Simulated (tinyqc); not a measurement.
# Zener tunnelling in a reverse-biased junction, two-band WKB: two studies

Abrupt p-n junction, depletion approximation. Energies E are counted from the conduction-band edge of the neutral n side; its Fermi level lies at dn, that of the p side at dn - V, and the valence-band edge of the neutral p side at Em = dn + dp - V. Tunnelling needs 0 < E < Em. Two-band dispersion with equal masses m: inside the gap kappa = sqrt(m u (1 - u/Eg)/C), u the distance from a band edge, C = hbar^2/(2 m0).

Values chosen for this exercise; band and dielectric values close to those of indium phosphide: temperature T = 300 K; band gap Eg = 1.35 eV; relative permittivity eps_r = 12.4; conduction-band density of states at 300 K Nc = 5.77e17 cm^-3; valence-band density of states at 300 K Nv = 1.11e19 cm^-3; band-edge mass of the two-band model m = 0.087 m0; acceptor density Na = 6.1e18 cm^-3; donor density Nd = 2.2e18 cm^-3; bias of the p side V = -2.4 V.

Constants: q = 1.602176634e-19 C, kB = 1.380649e-23 J/K, hbar = 1.054571817e-34 J s, h = 6.62607015e-34 J s, m0 = 9.1093837015e-31 kg, Vt = kB T/q, eps0 = 8.8541878128e-14 F/cm where lengths are in cm, hbar^2/(2 m0) = 0.0380998212 eV nm^2. Results are converted to the units shown.

Each table varies one quantity; the others keep the values above.

## Current against reverse bias

Nd = Nc F12(dn/Vt), Na = Nv F12(dp/Vt), F12(x) = (2/sqrt(pi)) int_0^infinity sqrt(u)/(1 + exp(u - x)) du; dn = EF - Ec on the n side, dp = Ev - EF on the p side (negative outside the bands); Vbi = Eg + dn + dp. W = sqrt(2 eps0 eps_r (Vbi - V)(1/Na + 1/Nd)/q), mean field F = (Vbi - V)/W, peak field 2 F. In a uniform field F the exponent is S = pi sqrt(m/C) Eg^1.5/(4 F). Transverse energy Et = C kt^2/m raises it to S (1 + 4 Et/Eg), so T = exp(-S) exp(-Et/Eb) with Eb = Eg/(4 S). KJ = (2 q^2/h) m/(4 pi C) (times 1e14 for A/cm^2 per eV^2). J = KJ exp(-S) Eb times the integral from 0 to Em of [f(E - dn) - f(E - dn + V)] [1 - exp(-min(E, Em - E)/Eb)] dE, f(x) = 1/(1 + exp(x/Vt)), with S and Eb from the mean field; J > 0 flows from p to n.

Current against reverse bias:

| V (V) | mean field (MV/cm) | S | J (A/cm^2) |
|---|---|---|---|
| -0.14 | 0.4272 | 43.57 | -1.417e-13 |
| -0.46 | 0.4694 | 39.66 | -3.050e-11 |
| -0.77 | 0.5068 | 36.73 | -1.065e-9 |
| -1.08 | 0.5417 | 34.37 | -1.720e-8 |
| -1.39 | 0.5745 | 32.41 | -1.678e-7 |
| -1.71 | 0.6064 | 30.70 | -1.208e-6 |
| -2.02 | 0.6359 | 29.28 | -6.215e-6 |
| -2.33 | 0.6640 | 28.04 | -2.594e-5 |
| -2.64 | 0.6910 | 26.94 | -9.158e-5 |

|J| grows from 1.42e-13 to 9.16e-5 A/cm^2, a factor of 6.46e8. Of that, exp(-S) gives 1.67e7 (S falls from 43.6 to 26.9 as the field grows with the square root of Vbi - V); the rest, 38.7, comes from the wider energy window and from Eb.

## Effect of the doping Nd

Same model as above.

Effect of the doping Nd:

| Nd (cm^-3) | Vbi (V) | mean field (MV/cm) | S | J (A/cm^2) |
|---|---|---|---|---|
| 7.7e17 | 1.359 | 0.4330 | 42.99 | -5.567e-12 |
| 1e18 | 1.369 | 0.4861 | 38.30 | -6.826e-10 |
| 1.4e18 | 1.384 | 0.5607 | 33.20 | -1.287e-7 |
| 1.8e18 | 1.396 | 0.6205 | 30.00 | -3.493e-6 |
| 2.4e18 | 1.412 | 0.6922 | 26.90 | -8.721e-5 |
| 3.2e18 | 1.431 | 0.7660 | 24.30 | -0.001288 |
| 4.2e18 | 1.452 | 0.8361 | 22.27 | -0.01080 |
| 5.6e18 | 1.478 | 0.9089 | 20.48 | -0.06977 |

The mean field rises from 0.433 to 0.909 MV/cm, as Nd^(0.37), S falls from 43.0 to 20.5, and |J| rises from 5.57e-12 to 0.0698 A/cm^2: 10.1 decades, of which exp(-S) accounts for 9.77.

Range of the model: Parabolic densities of states, no band tails and no gap narrowing, all of which matter at such doping.

tinyqc, about 0.01 s, one thread, Intel Xeon 2.30GHz (shared host): `OMP_NUM_THREADS=1 python tinyqc.py 2620072 2620073 out.jsonl`
